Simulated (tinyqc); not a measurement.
# Which input was changed?

Model: space-charge-limited current through a thin insulating or semi-insulating film with traps. Computed by tinyqc, a small Python program. Command: `OMP_NUM_THREADS=1 python tinyqc.py 3023789 3023790 out.jsonl sclc which`. One thread of a shared host (Intel(R) Xeon(R) Processor @ 2.30GHz), about 0.04 s of CPU time with the checks.

One ohmic injecting contact at x = 0 (field zero), drift only, non-degenerate free carriers.

Inputs (values chosen for the exercise, modelled on amorphous silicon):
```
quantity                                            value        unit
permittivity eps                                     11.8           -
band mobility mu                                      3.1  cm^2/(V s)
effective density of states N_c                   1.9e+20      1/cm^3
trap density N_t                                  1.1e+16      1/cm^3
equilibrium Fermi level below the band edge, E_0     0.59          eV
thickness d                                           430          nm
free density at the anode, in units of N_c        5.4e-07           -
temperature T                                         250           K
characteristic temperature T_c                        500           K
```

Traps: exponential tail.

Constants: k_B = 8.617333262e-05 eV/K; e = 1.602176634e-19 C; eps_0 = 8.8541878128e-12 F/m.

Method:
- Free density n_0 = N_c exp(-E_0/k_B T) in equilibrium; trapped density n_t(n) = N_t (n/N_c)^(T/T_c) (the low-temperature form).
- theta = n/(n + n_t) at the anode density; trap-filled-limit voltage V_TFL = e (N_t - n_t(n_0)) d^2/(2 eps eps_0).
- J = e mu n F and (eps eps_0/e) dF/dx = n - n_0 + n_t(n) - n_t(n_0) = rho(n). With F = J/(e mu n): d = (eps eps_0 J/(e^2 mu)) I_1 and V = (eps eps_0 J^2/(e^3 mu^2)) I_2, I_k = int_(n_L)^infinity dn/(n^(k+1) rho(n)), n_L the density at the anode; with u = n_L/n, 200 Gauss-Legendre points in t, u = 1 - (1 - t)^2.
- Anode field J/(e mu n_L); Mott-Gurney current (9/8) eps eps_0 mu V^2/d^3; ohmic current e n_0 mu V/d.

Task: One of these inputs alone was changed, within the range given: band mobility mu (1.55 to 6.2); trap density N_t (5.5e+15 to 2.2e+16); thickness d (215 to 860); free density at the anode, in units of N_c (2.7e-07 to 1.08e-06). Which one, and to what value?

Results:
```
run     current density J (A/cm^2)  voltage V (V)      theta
before                  0.07328106     0.04104785  0.9269690
after                   0.04488921     0.03223439  0.9180820
```

Result:

Each candidate set to reproduce current density J, and what it then gives:
```
candidate                                        range searched  value needed  voltage V (V)    theta
band mobility mu (cm^2/(V s))                       1.55 to 6.2         1.899       0.041048  0.92697
trap density N_t (1/cm^3)                    5.5e+15 to 2.2e+16  out of reach              -        -
thickness d (nm)                                     215 to 860         263.4       0.015402  0.92697
free density at the anode, in units of N_c  2.7e-07 to 1.08e-06      4.210e-7       0.032234  0.91808
```

Only free density at the anode, in units of N_c fits every result: it went from 5.4e-07 to 4.21e-7. The next best candidate, band mobility mu, misses one result by 27 %.

Caution: V is below 10 k_B T/e, where diffusion from the contact, left out here, dominates.
